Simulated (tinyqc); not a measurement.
# AlGaN/GaN HEMT with access regions, lumped model: what changes with what

A polarisation-induced electron sheet under a Schottky gate, in series with two ungated access regions and contacts. Drift law v = mu E/(1 + mu E/vs) under the gate. Currents in mA/mm, resistances in ohm mm. No self-heating, no channel-length modulation; fits for polarisation, barrier and offset are chosen for the exercise.

Inputs (values chosen for the exercise); values close to those of AlGaN/GaN structures:
- x = 0.25 (aluminium share of the barrier)
- d = 12 nm (barrier thickness)
- eps_r = 9.3 (relative permittivity of barrier and channel)
- mu = 1900 cm^2/(V s) (channel mobility)
- vs = 1.1e7 cm/s (saturation velocity)
- Lg = 1.5 um (gate length)
- Ls = 2 um (source access length)
- Ld = 8 um (drain access length)
- Rc = 0.52 ohm mm (resistance of each contact)
- ft = 0.42 (share of the drain-access electrons removed by traps)
- Vg = -1 V (gate voltage)

Constants: q = 1.602176634e-19 C, eps0 = 8.8541878128e-14 F/cm where lengths are in cm. Results are converted to the units shown.

Each table varies one quantity; the others keep the values above.

## Effect of the share of the drain-access electrons removed by traps

sigma = (5e13 x + 1.6e13 x^2) cm^-2, phiB = 0.84 + 1.3 x, dEc = 0.7 (1.71 x + x^2) in volts, Cb = eps0 eps_r/d, VT = phiB - dEc - q sigma/Cb, access density n0 = -Cb VT/q. Access resistance R(L, n) = L/(q mu n sqrt(1 - (I/(q n vs))^2)); Rs = Rc + R(Ls, n0), Rd = Rc + R(Ld, (1 - ft) n0). Vg' = Vg - I Rs, Vd' = Vd - I (Rs + Rd); with u = Vg' - VT, Vc = vs Lg/mu and w the smaller of Vd' and Vc [sqrt(1 + 2 u/Vc) - 1] (0 if negative), the channel gives (mu Cb/Lg)(u w - w^2/2)/(1 + w/Vc). I equals that channel current. Isat is I at Vd = 10 V, gm = dIsat/dVg, Ron the limit of Vd/I at small Vd.

The same in every row: VT (V) = -2.330; n0 (cm^-2) = 9.979e12; Isat (mA/mm) = 236.2; gm (mS/mm) = 245.0.

Effect of the share of the drain-access electrons removed by traps:
```
ft	Ron (ohm mm)
0	5.197
0.1	5.489
0.2	5.855
0.3	6.325
0.4	6.952
0.5	7.830
0.6	9.147
0.7	11.34
```

As ft goes from 0 to 0.7, Ron rises from 5.20 to 11.3 ohm mm, Isat stays at 236 mA/mm and gm stays at 245 mS/mm. The ceiling Cb vs is 755 mS/mm.

## Effect of the aluminium share of the barrier

Same model as above.

Result of one run:
```
x	VT (V)	n0 (cm^-2)	Ron (ohm mm)	Isat (mA/mm)	gm (mS/mm)
0.22	-1.920	8.225e12	8.598	136.2	212.3
```

What becomes of these results when the aluminium share of the barrier x is changed from 0.22 to 0.27, all else the same?

Result of the changed run:
```
x	VT (V)	n0 (cm^-2)	Ron (ohm mm)	Isat (mA/mm)	gm (mS/mm)
0.27	-2.608	1.117e13	6.401	311.7	262.2
```

The whole series:
```
x	VT (V)	n0 (cm^-2)	Ron (ohm mm)	Isat (mA/mm)	gm (mS/mm)
0.22	-1.920	8.225e12	8.598	136.2	212.3
0.27	-2.608	1.117e13	6.401	311.7	262.2
0.32	-3.317	1.421e13	5.188	525.3	295.3
0.37	-4.049	1.734e13	4.409	768.6	319.7
0.42	-4.802	2.057e13	3.865	1037	338.7
```

As x goes from 0.22 to 0.42, Ron falls from 8.60 to 3.86 ohm mm, Isat rises from 136 to 1040 mA/mm and gm rises from 212 to 339 mS/mm. VT falls from -1.92 to -4.80 V. For x = 0.32 to 0.42 the power passes 5 W/mm, where self-heating, left out here, lowers the current.

## Output curve without and with trapping

Same model as above.

The two columns take ft = 0 and ft = 0.42; collapse = 1 - (second)/(first).

Output curve without and with trapping:
```
Vd (V)	I, ft = 0 (mA/mm)	I, ft = 0.42 (mA/mm)	collapse (%)
0.25	47.17	34.82	26.17
0.5	92.03	68.74	25.31
1	171.4	132.7	22.58
2	236.2	228.8	3.14
3	236.2	236.2	0.00
4	236.2	236.2	0.00
6	236.2	236.2	0.00
8	236.2	236.2	0.00
12	236.2	236.2	0.00
```

What does the comparison show?

Without trapping the current rises from 47.2 to 236 mA/mm and first comes within 2 % of its last value at Vd = 2 V among the rows; with trapping that knee lies at 3 V. The collapse is 26 % in the first row, at most 26 % and 0 % in the last: once the gated channel saturates, the drain access only takes spare voltage.

Program tinyqc, `OMP_NUM_THREADS=1 python tinyqc.py 2570035 2570036 out.jsonl`; Intel Xeon 2.30GHz, shared host, one thread, about 0.02 s.
